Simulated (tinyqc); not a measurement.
Velocity overshoot from momentum and energy balance equations after a field step. Changing the field after the step F. Computed by tinyqc, a small Python program. Command: `OMP_NUM_THREADS=1 python tinyqc.py 3029164 3029165 out.jsonl overshoot sweep`. One thread of a shared host (Intel(R) Xeon(R) Processor @ 2.30GHz), about 0.03 s of CPU time with the checks.

At t = 0 the field jumps from 0 to F in a uniform sample. v is the drift velocity and u = w - (3/2) k_B T the excess energy per carrier.

Inputs (values chosen for the exercise, modelled on electrons in germanium except for tau_E):
```
quantity                      value        unit
effective mass m               0.11         m_0
low-field mobility mu_0        3900  cm^2/(V s)
saturation velocity v_s        0.63    1e7 cm/s
energy relaxation time tau_E    0.4          ps
lattice temperature T           300           K
time step dt                     15          fs
```

Scheme: explicit Euler.

Constants: m_0 = 9.1093837015e-31 kg; e = 1.602176634e-19 C; k_B = 8.617333262e-05 eV/K.

Method:
- dv/dt = e F/m - v/tau_m(u), du/dt = e F v - u/tau_E, tau_m(u) = tau_0/(1 + c u), tau_0 = m mu_0/e, c = mu_0/(e tau_E v_s^2); this choice gives the steady state v (1 + mu_0 F v/v_s^2) = mu_0 F, which saturates at v_s. Steady velocity v = 2 mu_0 F/(1 + sqrt(1 + 4 (mu_0 F/v_s)^2)); u = e F v tau_E; carrier temperature T + 2u/(3 k_B), neglecting the drift energy m v^2/2.
- Step: v_new = v + dt (e F/m - v/tau_m(u)), u_new = u + dt (e F v - u/tau_E). Start v = u = 0; the distance adds dt (v + v_new)/2.
- Run to 8 times the larger of tau_E and tau_0, but at most 20001 steps, and stop early if |v| > 1000 v_s or u < -1/(2c); the run is accepted if the last v is within 0.5 % of the steady value.

One run for each value; columns: (1) field after the step F (kV/cm); (2) peak over steady velocity; (3) peak velocity (1e7 cm/s); (4) steady velocity (1e7 cm/s); (5) time of the peak (fs); (6) distance at the peak (nm):
```
(1)      (2)      (3)      (4)   (5)     (6)
0.31  1.0020  0.11698  0.11675  1410  13.958
0.45  1.0075  0.16489  0.16366  1110  14.960
0.65  1.0231  0.22715  0.22202   870  15.584
0.93  1.0570  0.30366  0.28728   675  15.565
1.40  1.1303  0.41127  0.36387   510  15.360
2.00  1.2315  0.52338  0.42501   390  14.399
2.80  1.3623  0.64568  0.47396   315  14.116
4.10  1.5556  0.80581  0.51800   240  13.037
5.90  1.7872  0.98231  0.54963   180  11.436
```

Over the rows, peak over steady velocity rises from 1.00 to 1.79 (exponent d ln y / d ln x 0.015 between the first rows and 0.38 between the last); peak velocity (1e7 cm/s) rises from 0.117 to 0.982 (exponent d ln y / d ln x 0.92 between the first rows and 0.54 between the last); steady velocity (1e7 cm/s) rises from 0.117 to 0.550 (exponent d ln y / d ln x 0.91 between the first rows and 0.16 between the last). Overshoot passes 10 % between 0.930 and 1.40 kV/cm; the knee field v_s/mu_0 is 1.62 kV/cm.

Extremes, crossings and ranges named in words are read from the listed rows.
